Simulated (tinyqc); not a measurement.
Inversion layer as a triangular well, valleys of the Si type, step by step. Values are carried at full precision from step to step, so a last printed digit may differ when a step is redone from the rounded ones.

Six ellipsoidal valleys with their long axes along the cube axes, mass ml along the axis and mt across it. For a valley whose axis makes the angle theta with the surface normal, 1/m_z = cos^2(theta)/ml + sin^2(theta)/mt sets the confinement; in the plane the masses are m_1 = mt and m_2 = ml mt/m_z, and m_d = sqrt(m_1 m_2).

Constants: e^2/(4 pi eps0) = 14.39964547 eV angstrom; hbar^2/2m0 = 3.80998211 eV angstrom^2; kB = 8.617333262e-05 eV/K.

Parameters, chosen for this exercise (near those of Si; not measured data):
```
symbol  value  unit         meaning
ml      0.9    m0           longitudinal mass
mt      0.192  m0           transverse mass
face    111                 surface
eps     11.9                dielectric constant
Ns      5.5    x 1e12/cm^2  electron sheet density
Nd      0.23   x 1e12/cm^2  depletion charge
eta     0.5                 share of Ns in the effective field
T       300    K            temperature
tox     8      angstrom     SiO2-equivalent oxide thickness
```

## Valley masses on the (111) face

Group the valleys by their angle to the normal, heaviest m_z first.

Valleys (masses in m0):
```
valleys g  cos^2(theta)     m_z     m_1     m_2     m_d
6                0.3333  0.2602  0.1920  0.6640  0.3571
```

All valleys are equivalent on this face.

## Effective field

The field is taken as constant, e F = 4 pi (e^2/4 pi eps0)(Nd + eta Ns)/eps, with 1e12/cm^2 = 1e-4/angstrom^2, and the oxide as a hard wall at z = 0; c = hbar^2/2m0.

Find e F, and F in MV/cm (1 MV/cm = 0.01 V/angstrom).

e F = 0.00453139 eV/angstrom
F = 0.4531 MV/cm

## Subband ladders

Level j of a valley lies at E_j = a_j (c (e F)^2/m_z)^(1/3) above the band edge at the surface, with the Airy zeros a_j = 2.338107, 4.087949, 5.520560, 6.786708, 7.944134, 9.022651, 10.040174, 11.008524, 11.936016, 12.828777, and has <z> = 2 E_j/(3 e F).

The ten lowest levels of all groups of valleys together, j = 0, 1, ..., c = hbar^2/2m0; primes mark the groups with lighter m_z.

Subbands:
```
label  valleys g  m_d (m0)  E (eV)  <z> (angstrom)
0              6    0.3571  0.1566           23.04
1              6    0.3571  0.2738           40.29
2              6    0.3571  0.3698           54.41
3              6    0.3571  0.4546           66.89
4              6    0.3571  0.5322           78.29
5              6    0.3571  0.6044           88.92
6              6    0.3571  0.6726           98.95
7              6    0.3571  0.7374          108.50
8              6    0.3571  0.7996          117.64
9              6    0.3571  0.8594          126.43
```

The second subband is 1, 117.2 meV above the first. Levels above about 0.5 eV lie beyond parabolic valleys.

## Fermi level and populations

Subband i holds n_i = g m_d/(2 pi c) kB T ln(1 + exp((EF - E_i)/kB T)) (spin included), and EF is fixed by sum n_i = Ns over the levels listed or, where none are listed, over j = 0 to 9 of each group; 1e12/cm^2 = 1e-4/angstrom^2.

Solve for EF; c = hbar^2/2m0. The mean distance is sum n_i <z>_i/Ns.

EF = 0.1223 eV

Populations:
```
label  (EF - E)/kB T  n (1e12/cm^2)  share (%)
0              -1.33          5.433       98.8
1              -5.86          0.066        1.2
2              -9.58          0.002        0.0
3             -12.86          0.000        0.0
4             -15.86          0.000        0.0
5             -18.65          0.000        0.0
6             -21.29          0.000        0.0
7             -23.80          0.000        0.0
8             -26.20          0.000        0.0
9             -28.51          0.000        0.0
```

mean distance from the surface = 23.26 angstrom

The lowest subband holds 98.8 % of the electrons and is partly degenerate (EF within a few kB T of its edge).

## Effect on the gate capacitance

The charge sits at the mean distance <z> from the surface, which adds (3.9/eps) <z> to the oxide thickness; C/Cox = tox/(tox + 3.9 <z>/eps). The density-of-states term is left out.

added thickness = 7.62 angstrom
C/Cox = 0.512

## Checks

- Lowest level by finite differences against the Airy formula, eV: both 0.1566.

Program tinyqc; command `OMP_NUM_THREADS=1 python tinyqc.py 1281764 1281765 out.jsonl`; about 0.02 s on one thread of a shared Intel(R) Xeon(R) Processor @ 2.30GHz.
